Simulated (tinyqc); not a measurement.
Inside a calculation. Method: Hueckel theory of the pi electrons, for the molecule O=C1C=CC(=O)C=C1 (SMILES; centres numbered as the heavy atoms are written). One step of it, computed by the program tinyqc.

Problem. Energy, charges, bond orders. E = sum n x; q_r = z_r - P_rr; bond order p = P_rs; free valence = sqrt(3) - sum of p over the bonds of the atom.

x values: 2.294443  1.840232  1.000000  0.973218  0.236215  -1.000000  -1.307661  -2.116447

occupations: 2.000000  2.000000  2.000000  2.000000  0.000000  0.000000  0.000000  0.000000

charge and bond-order matrix P:
```
,1O,2C,3C,4C,5C,6O,7C,8C
1O,1.384552,0.728397,0.035851,-0.279279,-0.166646,0.367725,-0.279279,0.035851
2C,0.728397,0.756993,0.414701,0.137313,-0.030853,-0.166646,0.137313,0.414701
3C,0.035851,0.414701,0.929227,0.831564,0.137313,-0.279279,-0.168436,-0.070773
4C,-0.279279,0.137313,0.831564,0.929227,0.414701,0.035851,-0.070773,-0.168436
5C,-0.166646,-0.030853,0.137313,0.414701,0.756993,0.728397,0.414701,0.137313
6O,0.367725,-0.166646,-0.279279,0.035851,0.728397,1.384552,0.035851,-0.279279
7C,-0.279279,0.137313,-0.168436,-0.070773,0.414701,0.035851,0.929227,0.831564
8C,0.035851,0.414701,-0.070773,-0.168436,0.137313,-0.279279,0.831564,0.929227
```

Centres:
```
centre,"z_r, pi electrons of the neutral centre",h
1O,1,0.960000
2C,1,0.000000
3C,1,0.000000
4C,1,0.000000
5C,1,0.000000
6O,1,0.960000
7C,1,0.000000
8C,1,0.000000
```

Bonds:
```
i,j,k
1,2,1
2,3,1
3,4,1
4,5,1
5,6,1
5,7,1
7,8,1
8,2,1
```

Give: pi energy = 8 alpha + this times beta; pi charges; Bond orders and lengths from R = 1.517 - 0.180 p; free valence of the carbons; gap between the highest filled and the next level.

Solution.

pi energy = 8 alpha + this times beta = 12.2158

pi charges: 1O -0.3846, 2C 0.2430, 3C 0.0708, 4C 0.0708, 5C 0.2430, 6O -0.3846, 7C 0.0708, 8C 0.0708

Bond orders and lengths from R = 1.517 - 0.180 p (angstrom, C-C alone):
```
bond,p,R
1-2,0.7284,-
2-3,0.4147,1.4424
3-4,0.8316,1.3673
4-5,0.4147,1.4424
5-6,0.7284,-
5-7,0.4147,1.4424
7-8,0.8316,1.3673
8-2,0.4147,1.4424
```

free valence of the carbons: 2C 0.1743, 3C 0.4858, 4C 0.4858, 5C 0.1743, 7C 0.4858, 8C 0.4858

gap between the highest filled and the next level = 0.7370 |beta|
